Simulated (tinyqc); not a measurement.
Gated two-dimensional channel with two bands, quantum capacitance: two steps of the calculation.

phi is the Fermi level above the lowest band edge, in volts; Vg is counted from the gate voltage at which an empty channel would have phi = 0. The channel has no thickness; trap charge is -q Dit phi.

Parameters, values chosen for the exercise; lowest band close to that of a thin InAs body:

| symbol | value | unit | meaning |
|---|---|---|---|
| T | 400 | K | temperature |
| eox | 3.9 |  | relative permittivity of the gate insulator (close to silicon dioxide) |
| tox | 9 | nm | insulator thickness |
| md | 0.0367 | m0 | in-plane mass |
| gv | 1 |  | valley degeneracy |
| m2 | 0.07 | m0 | in-plane mass of a second band, chosen freely |
| g2 | 1 |  | valley degeneracy of that band, chosen freely |
| E2 | 0.28 | eV | second band edge above the first |
| Dit | 0 | cm^-2 eV^-1 | density of traps |
| Vg | 0.95 | V | gate voltage |

Constants: q = 1.602176634e-19 C, kB = 1.380649e-23 J/K, hbar = 1.054571817e-34 J s, m0 = 9.1093837015e-31 kg, Vt = kB T/q, eps0 = 8.8541878128e-14 F/cm where lengths are in cm. Results are converted to the units shown.

Question 1. Gate capacitance. Cox = eps0 eox/tox.

Find: Cox.

Answer 1.

Cox = 0.3837 uF/cm^2

Question 2. New phi. D1 = gv md m0 q/(pi hbar^2), D2 = g2 m2 m0 q/(pi hbar^2) per eV; n1 = D1 Vt ln(1 + exp(phi/Vt)), n2 = D2 Vt ln(1 + exp((phi - E2)/Vt)), n = n1 + n2; Cq = q dn/dphi = q [D1/(1 + exp(-phi/Vt)) + D2/(1 + exp((E2 - phi)/Vt))]. Newton: f = phi + q (n + Dit phi)/Cox - Vg, phi(new) = phi - f/(1 + (Cq + q Dit)/Cox).

phi after iteration 2 = 0.14007906 V
Cox = 0.38368147 uF/cm^2

Give: n1; n2; Cq; f; phi after iteration 3.

Answer 2.

n1 = 2.157e12 cm^-2
n2 = 1.725e10 cm^-2
Cq = 2.494 uF/cm^2
f = 0.09780 V
phi after iteration 3 = 0.1270 V

Program tinyqc, `OMP_NUM_THREADS=1 python tinyqc.py 2200063 2200064 out.jsonl`; Intel Xeon 2.30GHz, shared host, one thread, about 0.01 s.
